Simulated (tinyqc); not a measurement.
Trap density from the capacitance step.

Inverse problem. A junction with shallow donors Nd and a deep trap has C_HF = eps0 eps_r/W and C_LF = eps0 eps_r (Nd + Nt)/(Nd W + Nt xt), xt = W - lam. Find W, xt and Nt.

Inputs (values chosen for the exercise):

| symbol | value | unit | meaning |
|---|---|---|---|
| eps_r | 11.9 |  | relative permittivity |
| Nd | 6.8e15 | cm^-3 | shallow donor density |

Constants: eps0 = 8.8541878128e-14 F/cm where lengths are in cm. Results are converted to the units shown.

C_HF = 31.438090 nF/cm^2
C_LF = 32.289443 nF/cm^2
lam = 97.203353 nm

Solution. C_HF gives W. With y = C_LF/C_HF, Nt/Nd = (y - 1)/(1 - y xt/W).

W = 335.2 nm
xt = 237.9 nm
Nt = 6.800e14 cm^-3

Program tinyqc, `OMP_NUM_THREADS=1 python tinyqc.py 2050012 2050013 out.jsonl`; Intel Xeon 2.30GHz, shared host, one thread, about 0.01 s.
